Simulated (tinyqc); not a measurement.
Comparisons within one model: polytypes by hexagonality, and a cubic inclusion as a quantum well. A value that a table varies takes the place of the one given here.

Gap: E3 + (E2 - E3) h. Valence top Ev2 h and polarisation P2 h, both counted from 3C; Ec = Ev + gap.

A cubic inclusion of width L = N d in the host (h = 1) is a well of depth V = Ec(host) - Ec(3C). Square well with mass mismatch: k tan(k L/2) = (m_w/m_b) q, k = sqrt(m_w E/c), q = sqrt(m_b (V - E)/c), c = hbar^2/2m0, lowest root. The depth of the level, V - E, is its binding, and the transition to the valence top of the host is gap(host) - (V - E). The step in polarisation gives a field |F| = |P|/(eps eps0) in a thin inclusion, eps0 = 8.8541878e-12 F/m.

Constants: hbar^2/2m0 = 3.80998211 eV angstrom^2.

Parameters, chosen for this exercise (of the order of those of GaAs; the results hold for these values, not for the real material):
- E3 = 1.51 eV (gap of the cubic polytype)
- E2 = 1.512 eV (gap of 2H)
- Ev2 = 0.121 eV (valence top of 2H above that of 3C)
- P2 = 0.0022 C/m^2 (spontaneous polarisation of 2H)
- m = (0.068, 0.062) m0 (electron mass along c in the cubic layer and in the host)
- d = 3.266 angstrom (thickness of a double layer)
- eps = 13.3 (dielectric constant)
- N = 12 (double layers in the cubic inclusion)

## Width of the inclusion

Without the field: square well. With it, the potential inside is |F| (z - L/2), the host conduction edge lies at V - |F| L/2 on one side and V + |F| L/2 on the other, and the lowest level E_F is found by finite differences (step 0.25 angstrom, wide box, good to about 1 meV). Holes sit in the host on the high side, so the transition is gap(host) - V + E_F - |F| L/2. A dash: bound by less than 2 meV or not at all.

Results:

| N | L (angstrom) | depth (eV) | transition (eV) | depth below the low side, with field (eV) | transition with field (eV) |
|---|---|---|---|---|---|
| 2 | 6.53 | 0.003 | 1.509 | - | - |
| 4 | 13.06 | 0.009 | 1.503 | - | - |
| 6 | 19.60 | 0.019 | 1.493 | 0.005 | 1.470 |
| 10 | 32.66 | 0.040 | 1.472 | 0.016 | 1.435 |
| 15 | 48.99 | 0.062 | 1.450 | 0.025 | 1.395 |
| 20 | 65.32 | 0.077 | 1.435 | 0.030 | 1.360 |
| 30 | 97.98 | 0.095 | 1.417 | 0.032 | 1.297 |

How do the results move?

The square well binds a level even at N = 2 (3 meV), as any symmetric one-dimensional well does; the depth grows to 95 of 123 meV, and the transition tends to E3 - Ev(host) = 1.389 eV. With the field the level is bound by 2 meV or more for N = 6, 10, 15, 20 and 30, and the transition is lowered by 23 meV at N = 6 and 120 meV at N = 30, where |F| L/2 = 92 meV. Free carriers or surface charge screen the field and the step between the two sides; with the field removed every row returns to its square-well depth, and the attraction to the hole, left out here, binds the electron further.

## What each parameter does

Well depth, depth of the level, transition without the field and field. Each row changes one parameter from the base and keeps the others.

Results:

| case | V (eV) | depth (eV) | transition (eV) | \|F\| (MV/cm) |
|---|---|---|---|---|
| base | 0.1230 | 0.0495 | 1.4625 | 0.187 |
| N = 13 | 0.1230 | 0.0538 | 1.4582 | 0.187 |
| Ev2 = 0.151 eV | 0.1530 | 0.0689 | 1.4431 | 0.187 |
| E3 = 1.49 eV | 0.1430 | 0.0623 | 1.4497 | 0.187 |
| E2 = 1.542 eV | 0.1530 | 0.0689 | 1.4731 | 0.187 |
| P2 = 0.0029 C/m^2 | 0.1230 | 0.0495 | 1.4625 | 0.246 |
| eps = 14.3 | 0.1230 | 0.0495 | 1.4625 | 0.174 |
| m = (0.082, 0.062) m0 | 0.1230 | 0.0512 | 1.4608 | 0.187 |

What can be read from the table?

The largest shifts from the base row, up to three for each result and ties (the steps differ in size, so this ranks the rows, not the parameters). V (eV): Ev2 +0.0300, E2 +0.0300, E3 +0.0200; unchanged at the printed digits by N, P2, eps and m. depth (eV): Ev2 +0.0195, E2 +0.0195, E3 +0.0128; unchanged at the printed digits by P2 and eps. transition (eV): Ev2 -0.0195, E3 -0.0128, E2 +0.0105; unchanged at the printed digits by P2 and eps. |F| (MV/cm): P2 +0.059, eps -0.013; unchanged at the printed digits by N, Ev2, E3, E2 and m.

Computed by tinyqc, a small Python program: `OMP_NUM_THREADS=1 python tinyqc.py 1880596 1880597 out.jsonl` (the numbers bound the seed that draws the inputs); one thread of a shared host (Intel(R) Xeon(R) Processor @ 2.30GHz), about 0.09 s for the whole set of steps.
